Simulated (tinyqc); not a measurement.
Inside a calculation. Method: Hubbard chain of 2 sites. One step of it, computed by the program tinyqc.

Question. Mean-field iteration 2. H(up) = T + U n(down), H(down) = T + U n(up); fill the lowest levels; n(new) = n + mixing (n(out) - n); E = tr T (rho up + rho down) + U sum n_up n_down of the output.

one-body matrix (hopping and site energies) (eV):
```
           1          2
1  -0.650000  -1.130000
2  -1.130000   0.320000
```

U = 4.900000 eV

electrons, up and down: 1  1

mixing = 0.500000

n(up) after iteration 1: 1 0.598602, 2 0.401398

n(down) after iteration 1: 1 0.598602, 2 0.401398

Give: levels, up; levels, down; energy; n(up) after iteration 2; n(down) after iteration 2.

Answer.

levels, up (eV): 1.155  3.415

levels, down (eV): 1.155  3.415

energy = -0.142 eV

n(up) after iteration 2: 1 0.550, 2 0.450

n(down) after iteration 2: 1 0.550, 2 0.450
